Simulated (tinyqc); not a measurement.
Thermal, flicker and telegraph noise of a field-effect transistor: one step, computed by the program tinyqc.

Strong inversion, threshold roll-off and channel-length modulation left out; noise sources are uncorrelated and are given as one-sided spectral densities.

Question. Thermal noise and corner. C_ox = 3.9 eps_0/t; V_c = 2 v_s L/mu; I = W C_ox v_s V_ov^2/(V_ov + V_c); g_m = W C_ox v_s V_ov (V_ov + 2 V_c)/(V_ov + V_c)^2; g_d0 = mu C_ox (W/L) V_ov. Thermal: S_I = 4 k_B T gamma g_d0; input-referred S_V = S_I/g_m^2; corner f_c where flicker equals thermal. Total input noise from 1 Hz to f_c: sqrt(S_V,thermal [f_c ln(f_c/1 Hz) + f_c - 1 Hz]).

Inputs (values chosen for the exercise, modelled on a silicon n-channel):

| quantity | value | unit |
|---|---|---|
| width W | 480 | micrometre |
| length L | 2400 | nm |
| electrical oxide thickness t | 2.1 | nm |
| mobility mu | 440 | cm^2/(V s) |
| saturation velocity v_s | 1.1 | 1e7 cm/s |
| overdrive V_ov | 0.76 | V |
| thermal noise factor gamma | 1.2 | - |
| frequency f | 90000 | Hz |
| temperature T | 300 | K |

Operating region: saturation. Flicker model: Hooge.

g_m = 100343.9 microsiemens

flicker S_I = 4.965810e-20 A^2/Hz

drain current I = 39301.08 microampere

Constants: k_B = 1.380649e-23 J/K; eps_0 = 8.8541878128e-12 F/m; e = 1.602176634e-19 C.

Give: thermal S_I; input-referred thermal noise; corner frequency f_c; input noise up to f_c; full shot noise 2eI over thermal S_I.

Answer.

thermal S_I = 2.1864e-21 A^2/Hz

input-referred thermal noise = 0.46599 nV/sqrt(Hz)

corner frequency f_c = 2.0441e+06 Hz

input noise up to f_c = 2.6255 microvolt

full shot noise 2eI over thermal S_I = 5.7598

At f the noise is flicker dominated (f_c/f = 22.7).
